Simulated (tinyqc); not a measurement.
# Hot electrons in a saturated n-channel MOSFET, lucky-electron model: effects of single changes

Beyond pinch-off the lateral field grows as Esat cosh(y/l) over the velocity-saturated region (pseudo-two-dimensional model). Impact ionisation in this region gives the substrate current, which biases the body forward through Rsub. Currents are per width. Local-field laws: they overstate ionisation when the field peak is narrower than an energy relaxation length.

Values chosen for this exercise; values close to those of silicon n-channel devices: channel length L = 0.5 um; oxide thickness tox = 12 nm; junction depth xj = 180 nm; threshold VT = 0.4 V; effective mobility mu = 280 cm^2/(V s); saturation velocity vs = 7.1e6 cm/s; ionisation prefactor Ai = 2e6 1/cm; ionisation field Bi = 1.75 MV/cm; resistance of the lightly doped drain Rd = 200 ohm um; substrate resistance Rsub = 4000 ohm um; fall of VT per volt of forward body bias kb = 0.36; lifetime exponent m = 3.1; lifetime constant Hl = 16000 s uA/um; drain voltage Vd = 3.4 V; gate voltage Vg = 2.3 V.

Constants: eps0 = 8.8541878128e-14 F/cm where lengths are in cm. Results are converted to the units shown.

Each table varies one quantity; the others keep the values above.

## Effect of the junction depth

Cox = 3.9 eps0/tox, l = sqrt(3 tox xj), Esat = 2 vs/mu. Overdrive g = Vg - VT + kb Vb; Vdsat = g Esat L/(g + Esat L); Id = Cox vs (g - Vdsat); dV = Vd - Id Rd - Vdsat; Em = sqrt((dV/l)^2 + Esat^2); Isub = Id (Ai/Bi) l Em exp(-Bi/Em). Vb = Rsub Isub is solved self-consistently. Lifetime tau = (Hl/Id)(Isub/Id)^(-m); 1 year = 3.15576e7 s.

Result of one run:

| xj (nm) | Id (uA/um) | Em (MV/cm) | Isub (uA/um) | Isub/Id | tau (years) |
|---|---|---|---|---|---|
| 180 | 166.5 | 0.2877 | 1.007 | 0.006047 | 22.95 |

What becomes of these results when the junction depth xj is changed from 180 to 72 nm, all else the same?

Result of the changed run:

| xj (nm) | Id (uA/um) | Em (MV/cm) | Isub (uA/um) | Isub/Id | tau (years) |
|---|---|---|---|---|---|
| 72 | 168.1 | 0.4499 | 8.999 | 0.05354 | 0.02633 |

The whole series:

| xj (nm) | Id (uA/um) | Em (MV/cm) | Isub (uA/um) | Isub/Id | tau (years) |
|---|---|---|---|---|---|
| 72 | 168.1 | 0.4499 | 8.999 | 0.05354 | 0.02633 |
| 98 | 167.2 | 0.3869 | 4.766 | 0.02850 | 0.1869 |
| 130 | 166.8 | 0.3370 | 2.442 | 0.01465 | 1.477 |
| 180 | 166.5 | 0.2877 | 1.007 | 0.006047 | 22.95 |
| 240 | 166.4 | 0.2505 | 0.4096 | 0.002462 | 372.3 |
| 330 | 166.3 | 0.2153 | 0.1316 | 7.911e-4 | 1.258e4 |
| 450 | 166.3 | 0.1862 | 0.03735 | 2.246e-4 | 6.233e5 |

As xj goes from 72 to 450 nm, Em falls from 0.450 to 0.186 MV/cm, Isub falls from 9.00 to 0.0374 uA/um and tau rises from 0.0263 to 6.23e5 years. From the first row to the last, log10(tau) changes by 7.4: 7.4 from (Isub/Id)^(-m), which holds Em and l, and under 0.005 from 1/Id. For xj = 330 to 450 nm tau is a far extrapolation that only says that hot carriers are no limit.

## Effect of the resistance of the lightly doped drain

Same model as above.

Effect of the resistance of the lightly doped drain:

| Rd (ohm um) | Id (uA/um) | Em (MV/cm) | Isub (uA/um) | Isub/Id | tau (years) |
|---|---|---|---|---|---|
| 0 | 166.5 | 0.2918 | 1.111 | 0.006675 | 16.90 |
| 150 | 166.5 | 0.2888 | 1.032 | 0.006200 | 21.25 |
| 300 | 166.5 | 0.2857 | 0.9572 | 0.005750 | 26.83 |
| 500 | 166.4 | 0.2817 | 0.8637 | 0.005189 | 36.89 |
| 800 | 166.4 | 0.2756 | 0.7365 | 0.004426 | 60.43 |
| 1200 | 166.4 | 0.2675 | 0.5895 | 0.003543 | 120.5 |
| 1600 | 166.4 | 0.2594 | 0.4659 | 0.002800 | 249.8 |

As Rd goes from 0 to 1600 ohm um, Em falls from 0.292 to 0.259 MV/cm, Isub falls from 1.11 to 0.466 uA/um and tau rises from 16.9 to 250 years. From the first row to the last, log10(tau) changes by 1.2: 1.2 from (Isub/Id)^(-m), which holds Em and l, and under 0.005 from 1/Id. The price is 0.266 V dropped over Rd in the last row.

## Effect of the channel length

Same model as above.

Effect of the channel length:

| L (um) | Id (uA/um) | Em (MV/cm) | Isub (uA/um) | Isub/Id | tau (years) |
|---|---|---|---|---|---|
| 0.25 | 233.6 | 0.3260 | 3.266 | 0.01398 | 1.218 |
| 0.35 | 201.1 | 0.3075 | 1.921 | 0.009551 | 4.607 |
| 0.5 | 166.5 | 0.2877 | 1.007 | 0.006047 | 22.95 |
| 0.71 | 134.2 | 0.2693 | 0.5008 | 0.003732 | 127.1 |
| 1 | 105.8 | 0.2531 | 0.2452 | 0.002317 | 706.8 |
| 1.4 | 81.96 | 0.2395 | 0.1214 | 0.001481 | 3656 |
| 2 | 61.25 | 0.2278 | 0.05909 | 9.648e-4 | 1.846e4 |

Read the table: what changes, and by how much?

As L goes from 0.25 to 2 um, Em falls from 0.326 to 0.228 MV/cm, Isub falls from 3.27 to 0.0591 uA/um and tau rises from 1.22 to 18500 years. From the first row to the last, log10(tau) changes by 4.2: 3.6 from (Isub/Id)^(-m), which holds Em and l, and 0.58 from 1/Id. At L = 0.25 um the saturated region takes over 60 % of L, so using the full L in Vdsat is rough. For L = 1.4 to 2 um tau is a far extrapolation that only says that hot carriers are no limit.

tinyqc, about 0.01 s, one thread, Intel Xeon 2.30GHz (shared host): `OMP_NUM_THREADS=1 python tinyqc.py 2550163 2550164 out.jsonl`
